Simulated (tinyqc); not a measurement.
Self-heating of a transistor with one or more fingers, with temperature-dependent conductivity: one step, computed by the program tinyqc.

N long parallel fingers lie on the top face of a slab whose bottom is held at T_0; the top is otherwise insulated, and heat flows in two dimensions. P in W/mm is 1000 P in W/m.

Task: Linear temperature rise of each finger. theta_i = (P/(pi kappa_0)) [g_0 + sum over j != i of g(|i - j| s)], with equal powers and constant conductivity; thermal resistance = largest theta/P.

Inputs (values chosen for the exercise, modelled on gallium nitride): conductivity at the base temperature kappa_0 = 171 W/(m K); power per gate width P = 0.94 W/mm; fingers N = 5.

Power: power rises with temperature.

own factor g_0 = 7.812848

g(j s), j = 1..7: [1.190017, 0.585382, 0.306038, 0.162361, 0.086482, 0.046116, 0.024599]

Give: theta of each finger; largest theta; thermal resistance.

Result:

theta of each finger (K): [17.60, 19.40, 19.88, 19.40, 17.60]

largest theta = 19.88 K

thermal resistance = 21.15 K mm/W

The neighbours supply 31 % of the rise of the hottest finger, which runs 2.3 K above the outer ones.
